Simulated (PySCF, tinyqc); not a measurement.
Worked calculation: MP2 on RHF in the sto-6g basis, frozen core, for Be, spin multiplicity 1. The lowest restricted solution is unstable here: a spin-polarised one lies 0.0017 hartree lower (PySCF). Computed by tinyqc, a small Python program that keeps every step (integrals from PySCF). Settings: charge = 0, multiplicity = 1, basis = sto-6g, method = RHF, frozen orbitals = 1, energy threshold = 1e-10, iteration cap = 57, orthogonalisation = canonical, start = core, DIIS depth = 6. Command: `OMP_NUM_THREADS=1 python tinyqc.py 31808 31809 out.jsonl` (the two numbers bound the seeds that draw the settings). One thread of a shared host (Intel(R) Xeon(R) Processor @ 2.60GHz), about 0.1 s of CPU time with the checks. The early iterations of the SCF are left out here.

## One-electron integrals

Geometry (angstrom):

| atom | x | y | z |
|---|---|---|---|
| Be | 0.00000 | 0.00000 | 0.00000 |

Basis sto-6g: exponents (1/bohr^2) and contraction coefficients of normalised primitives:

| element | l (shell) | exponent | coefficient |
|---|---|---|---|
| Be | s (1) | 312.87049 | 0.00916 |
| Be | s (1) | 57.36446 | 0.04936 |
| Be | s (1) | 16.04851 | 0.16854 |
| Be | s (1) | 5.51310 | 0.37056 |
| Be | s (1) | 2.14090 | 0.41649 |
| Be | s (1) | 0.88174 | 0.13033 |
| Be | s (2) | 13.63325 | -0.01325 |
| Be | s (2) | 2.69838 | -0.04699 |
| Be | s (2) | 0.83865 | -0.03379 |
| Be | s (2) | 0.32266 | 0.25024 |
| Be | s (2) | 0.14013 | 0.59512 |
| Be | s (2) | 0.06423 | 0.24071 |
| Be | p (3) | 13.63325 | 0.00376 |
| Be | p (3) | 2.69838 | 0.03768 |
| Be | p (3) | 0.83865 | 0.17390 |
| Be | p (3) | 0.32266 | 0.41804 |
| Be | p (3) | 0.14013 | 0.42586 |
| Be | p (3) | 0.06423 | 0.10171 |

Overlap, kinetic and nuclear-attraction integrals over the contracted functions; the nuclear repulsion is the sum of Za Zb / Rab.

nuclear repulsion = 0 hartree

overlap S, lower triangle:
```
          1Be 1s   1Be 2s  1Be 2px  1Be 2py  1Be 2pz
1Be 1s   1.00000
1Be 2s   0.25476  1.00000
1Be 2px  0.00000  0.00000  1.00000
1Be 2py  0.00000  0.00000  0.00000  1.00000
1Be 2pz  0.00000  0.00000  0.00000  0.00000  1.00000
```

kinetic energy T (hartree), lower triangle:
```
           1Be 1s   1Be 2s  1Be 2px  1Be 2py  1Be 2pz
1Be 1s    6.76875
1Be 2s   -0.20738  0.22012
1Be 2px   0.00000  0.00000  0.66127
1Be 2py   0.00000  0.00000  0.00000  0.66127
1Be 2pz   0.00000  0.00000  0.00000  0.00000  0.66127
```

nuclear attraction V (hartree), lower triangle:
```
            1Be 1s    1Be 2s   1Be 2px   1Be 2py   1Be 2pz
1Be 1s   -14.71479
1Be 2s    -1.65073  -2.30009
1Be 2px    0.00000   0.00000  -2.29999
1Be 2py    0.00000   0.00000   0.00000  -2.29999
1Be 2pz    0.00000   0.00000   0.00000   0.00000  -2.29999
```

core Hamiltonian H = T + V (hartree), lower triangle:
```
           1Be 1s    1Be 2s   1Be 2px   1Be 2py   1Be 2pz
1Be 1s   -7.94604
1Be 2s   -1.85812  -2.07997
1Be 2px   0.00000   0.00000  -1.63872
1Be 2py   0.00000   0.00000   0.00000  -1.63872
1Be 2pz   0.00000   0.00000   0.00000   0.00000  -1.63872
```

## Two-electron integrals

Functions are numbered as in S; the eight-fold symmetry (ij|kl) = (ji|kl) = (kl|ij) leaves the list below.

Two-electron integrals (ij|kl) in chemists' order, unique and non-zero (hartree):
```
(11|11) 2.30000   (21|11) 0.36188   (21|21) 0.07193   (22|11) 0.57033
(22|21) 0.13965   (22|22) 0.41777   (31|31) 0.01525   (32|31) 0.02255
(32|32) 0.09234   (33|11) 0.57033   (33|21) 0.13965   (33|22) 0.41777
(33|33) 0.45012   (41|41) 0.01525   (42|41) 0.02255   (42|42) 0.09234
(43|43) 0.02426   (44|11) 0.57033   (44|21) 0.13965   (44|22) 0.41777
(44|33) 0.40160   (44|44) 0.45012   (51|51) 0.01525   (52|51) 0.02255
(52|52) 0.09234   (53|53) 0.02426   (54|54) 0.02426   (55|11) 0.57033
(55|21) 0.13965   (55|22) 0.41777   (55|33) 0.40160   (55|44) 0.40160
(55|55) 0.45012
```

## Orthogonalisation

S = U s U^T; canonical form X = U s^(-1/2), so that X^T S X = 1. Each column of U has its largest component positive (the first on a tie).

eigenvalues of S: 0.74524  1.00000  1.00000  1.00000  1.25476

X:
```
                1        2        3        4        5
1Be 1s    0.81910  0.00000  0.00000  0.00000  0.63125
1Be 2s   -0.81910  0.00000  0.00000  0.00000  0.63125
1Be 2px   0.00000  1.00000  0.00000  0.00000  0.00000
1Be 2py   0.00000  0.00000  1.00000  0.00000  0.00000
1Be 2pz   0.00000  0.00000  0.00000  1.00000  0.00000
```

Within a degenerate level the vectors are fixed only up to a rotation; this is one choice.

## Iteration 2 (converged): orbitals

converged F (hartree), lower triangle:
```
           1Be 1s    1Be 2s  1Be 2px  1Be 2py  1Be 2pz
1Be 1s   -4.54067
1Be 2s   -1.22517  -0.56637
1Be 2px   0.00000   0.00000  0.21970
1Be 2py   0.00000   0.00000  0.00000  0.21970
1Be 2pz   0.00000   0.00000  0.00000  0.00000  0.21970
```

Diagonalise F' = X^T F X, C = X C', fill 2 alpha and 2 beta electrons from the bottom; D = 2 C_occ C_occ^T. Each column has its largest component positive (the first on a tie).

F' = X^T F X (hartree), lower triangle:
```
          1        2        3        4         5
1  -1.78245
2   0.00000  0.21970
3   0.00000  0.00000  0.21970
4   0.00000  0.00000  0.00000  0.21970
5  -2.05495  0.00000  0.00000  0.00000  -3.01148
```

orbital energies (hartree): MO1 -4.54183, MO2 -0.25210, MO3 0.21970, MO4 0.21970, MO5 0.21970

coefficients C:
```
             MO1       MO2      MO3      MO4      MO5
1Be 1s   0.99552  -0.27991  0.00000  0.00000  0.00000
1Be 2s   0.01705   1.03398  0.00000  0.00000  0.00000
1Be 2px  0.00000   0.00000  0.00000  0.00000  1.00000
1Be 2py  0.00000   0.00000  0.00000  1.00000  0.00000
1Be 2pz  0.00000   0.00000  1.00000  0.00000  0.00000
```

D after iteration 2, lower triangle:
```
           1Be 1s   1Be 2s  1Be 2px  1Be 2py  1Be 2pz
1Be 1s    2.13882
1Be 2s   -0.54489  2.13882
1Be 2px   0.00000  0.00000  0.00000
1Be 2py   0.00000  0.00000  0.00000  0.00000
1Be 2pz   0.00000  0.00000  0.00000  0.00000  0.00000
```

Within a degenerate level the vectors are fixed only up to a rotation; this is one choice.

## Convergence

Stop when the energy changes by less than 1e-10 hartree and every element of the error matrix X^T (F D S - S D F) X is below 3e-06.

Course of the cycle:

| iteration | E (hartree) | change | largest element of the error matrix |
|---|---|---|---|
| 1 | -14.5033611 | - | 2.98e-16 |
| 2 | -14.5033611 | -5.33e-15 | 1.15e-15 |

PySCF RHF in the same basis = -14.5033611 hartree

Converged in 2 iterations.

## Integrals over molecular orbitals

(pq|rs) = sum C_ip C_jq C_kr C_ls (ij|kl), one index at a time.

one-electron integrals over orbitals h = C^T H C (hartree), lower triangle:
```
          1         2         3         4         5
1  -7.93869
2   0.27374  -1.77074
3   0.00000   0.00000  -1.63872
4   0.00000   0.00000   0.00000  -1.63872
5   0.00000   0.00000   0.00000   0.00000  -1.63872
```

Two-electron integrals over orbitals (pq|rs), unique and non-zero (hartree); the lowest 1 orbital is frozen and left out:
```
(22|22) 0.40561   (32|32) 0.08686   (33|22) 0.41050   (33|33) 0.45012
(42|42) 0.08686   (43|43) 0.02426   (44|22) 0.41050   (44|33) 0.40160
(44|44) 0.45012   (52|52) 0.08686   (53|53) 0.02426   (54|54) 0.02426
(55|22) 0.41050   (55|33) 0.40160   (55|44) 0.40160   (55|55) 0.45012
```

## Second-order Moller-Plesset energy

Hartree-Fock energy = -14.5033611 hartree

E2 = sum_ijab (ia|jb) [2 (ia|jb) - (ib|ja)] / (e_i + e_j - e_a - e_b) over occupied i, j and virtual a, b; the opposite-spin part is (ia|jb)^2 / denominator, the rest is same-spin, and SCS-MP2 scales them by 6/5 and 1/3.

Terms:

| i | j | a | b | (ia\|jb) | (ib\|ja) | denominator | term |
|---|---|---|---|---|---|---|---|
| 2 | 2 | 3 | 3 | 0.08686 | 0.08686 | -0.94359 | -0.00800 |
| 2 | 2 | 4 | 4 | 0.08686 | 0.08686 | -0.94359 | -0.00800 |
| 2 | 2 | 5 | 5 | 0.08686 | 0.08686 | -0.94359 | -0.00800 |

Pair energies (hartree; pair i-j sums ij and ji):

| pair | opposite spin | same spin |
|---|---|---|
| 2-2 | -0.02399 | 0.00000 |

MP2 correlation energy = -0.0239879 hartree

SCS-MP2 correlation energy = -0.0287855 hartree

MP2 total energy = -14.5273491 hartree
